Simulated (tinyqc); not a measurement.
Electron mobility in a silicon inversion layer, empirical terms and Matthiessen rule: two steps of the calculation.

Inversion layer of sheet density Ns on a uniformly doped body. The mobility terms are empirical power laws with prefactors chosen for the exercise; adding their inverses (Matthiessen) is itself an approximation.

Values chosen for this exercise; material values close to those of silicon: temperature T = 325 K; body doping Nb = 1.5e17 cm^-3; gate capacitance Cox = 2.03 uF/cm^2; phonon-limited mobility at 1 MV/cm and 300 K Ap = 395 cm^2/(V s); roughness-limited mobility at 1 MV/cm As = 1050 cm^2/(V s); exponent of the roughness term gs = 2; Coulomb prefactor Ac = 2100 cm^2/(V s); charge at the interface Nit = 1.8e11 cm^-2; inversion density Ns = 1e12 cm^-2; ratio W/L WL = 10; drain voltage Vd = 0.02 V.

Question 1. Mobility terms and their sum. With t = T/(300 K): muC = Ac (Ns/1e12 cm^-2) t/(Nb/1e17 cm^-3 + Nit/1e11 cm^-2), muP = Ap E^(-1/3) t^(-1.75), muS = As E^(-gs); 1/mu is the sum of the inverses.

E = 0.33682606 MV/cm

Wanted: terms; mu; shares of 1/mu.

Answer 1.

terms (cm^2/(V s)): Coulomb 689.39, phonon 493.51, roughness 9255.0
mu = 278.95 cm^2/(V s)
shares of 1/mu (%): Coulomb 40.463, phonon 56.523, roughness 3.0140

The phonon term limits most.

Question 2. Split C-V extraction. Q(Vg) is the trapezoid sum of Cgc from the first point (where Q is taken as 0); mu_eff = I/((W/L) Q Vd); mu_FE = (dI/dVg)/((W/L) Cox Vd) with a backward difference. Listed from point 4 on.

| point | Vg (V) | Cgc (uF/cm^2) | I (uA) |
|---|---|---|---|
| 0 | 0.2 | 3.8099896e-4 | 1.6306425e-7 |
| 1 | 0.3 | 0.0060506592 | 4.1171475e-5 |
| 2 | 0.4 | 0.092255720 | 0.0097386947 |
| 3 | 0.5 | 0.87541792 | 1.0903573 |
| 4 | 0.6 | 1.8747410 | 11.078421 |
| 5 | 0.7 | 2.0194982 | 25.561019 |
| 6 | 0.8 | 2.0293374 | 38.452417 |
| 7 | 0.9 | 2.0299584 | 49.313793 |
| 8 | 1 | 2.0299974 | 58.400130 |
| 9 | 1.1 | 2.0299998 | 65.973957 |
| 10 | 1.2 | 2.0300000 | 72.256492 |
| 11 | 1.3 | 2.0300000 | 77.432664 |
| 12 | 1.4 | 2.0300000 | 81.658868 |

Find: Q; mu_eff; mu_FE.

Answer 2.

| point | Q (uC/cm^2) | mu_eff (cm^2/(V s)) | mu_FE (cm^2/(V s)) |
|---|---|---|---|
| 4 | 0.19113 | 289.82 | 246.01 |
| 5 | 0.38584 | 331.24 | 356.71 |
| 6 | 0.58828 | 326.82 | 317.52 |
| 7 | 0.79125 | 311.62 | 267.52 |
| 8 | 0.99424 | 293.69 | 223.80 |
| 9 | 1.1972 | 275.52 | 186.55 |
| 10 | 1.4002 | 258.01 | 154.74 |
| 11 | 1.6032 | 241.49 | 127.49 |
| 12 | 1.8062 | 226.05 | 104.09 |

At the last point mu_FE is 54 % below mu_eff: where the mobility falls with gate voltage the slope of I understates it.

tinyqc, about 0.01 s, one thread, Intel Xeon 2.30GHz (shared host): `OMP_NUM_THREADS=1 python tinyqc.py 2510139 2510140 out.jsonl`
